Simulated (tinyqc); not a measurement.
RHF in the 3-21g basis, for H2, spin multiplicity 1, step by step. One step of it, computed by the program tinyqc.

Question. Iteration 3: building the Fock matrix. J_ij = sum D_kl (ij|kl), K_ij = sum D_kl (ik|jl); F = H + J - 0.5 K; E = tr D H + tr D J / 2 - 0.25 tr D K + E_nn.

D after iteration 2, lower triangle:
```
          1H 1s     1H 2s     2H 1s     2H 2s
1H 1s  0.164032
1H 2s  0.190452  0.233569
2H 1s  0.164032  0.190452  0.164032
2H 2s  0.190452  0.233569  0.190452  0.233569
```

core Hamiltonian H = T + V (hartree), lower triangle:
```
           1H 1s      1H 2s      2H 1s      2H 2s
1H 1s  -0.717784
1H 2s  -0.839454  -0.890720
2H 1s  -0.449952  -0.586853  -0.717784
2H 2s  -0.586853  -0.750564  -0.839454  -0.890720
```

Two-electron integrals (ij|kl) in chemists' order, unique and non-zero (hartree):
```
(11|11) 1.140145   (21|11) 0.611403   (21|21) 0.345152   (22|11) 0.626370
(22|21) 0.380329   (22|22) 0.482957   (31|11) 0.189665   (31|21) 0.109899
(31|22) 0.125770   (31|31) 0.050094   (32|11) 0.236997   (32|21) 0.146076
(32|22) 0.189234   (32|31) 0.072367   (32|32) 0.124803   (33|11) 0.539298
(33|21) 0.340922   (33|22) 0.463937   (33|31) 0.189665   (33|32) 0.359400
(33|33) 1.140145   (41|11) 0.359400   (41|21) 0.204057   (41|22) 0.227029
(41|31) 0.072367   (41|32) 0.098679   (41|33) 0.236997   (41|41) 0.124803
(42|11) 0.424215   (42|21) 0.260008   (42|22) 0.338114   (42|31) 0.100316
(42|32) 0.163258   (42|33) 0.424215   (42|41) 0.163258   (42|42) 0.261631
(43|11) 0.340922   (43|21) 0.214076   (43|22) 0.290478   (43|31) 0.109899
(43|32) 0.204057   (43|33) 0.611403   (43|41) 0.146076   (43|42) 0.260008
(43|43) 0.345152   (44|11) 0.463937   (44|21) 0.290478   (44|22) 0.400059
(44|31) 0.125770   (44|32) 0.227029   (44|33) 0.626370   (44|41) 0.189234
(44|42) 0.338114   (44|43) 0.380329   (44|44) 0.482957
```

nuclear repulsion = 0.54667067 hartree

Give: Coulomb J; exchange K; Fock matrix F; total energy of this density.

Answer.

Coulomb J (hartree), lower triangle:
```
       1H 1s  1H 2s  2H 1s  2H 2s
1H 1s  1.380
1H 2s  0.817  0.998
2H 1s  0.323  0.514  1.380
2H 2s  0.514  0.775  0.817  0.998
```

exchange K (hartree), lower triangle:
```
       1H 1s  1H 2s  2H 1s  2H 2s
1H 1s  0.902
1H 2s  0.804  0.835
2H 1s  0.590  0.699  0.902
2H 2s  0.699  0.789  0.804  0.835
```

Fock matrix F (hartree), lower triangle:
```
        1H 1s   1H 2s   2H 1s   2H 2s
1H 1s   0.212
1H 2s  -0.425  -0.310
2H 1s  -0.422  -0.423   0.212
2H 2s  -0.423  -0.370  -0.425  -0.310
```

total energy of this density = -1.08770 hartree

This density is a damped mixture and is not idempotent.
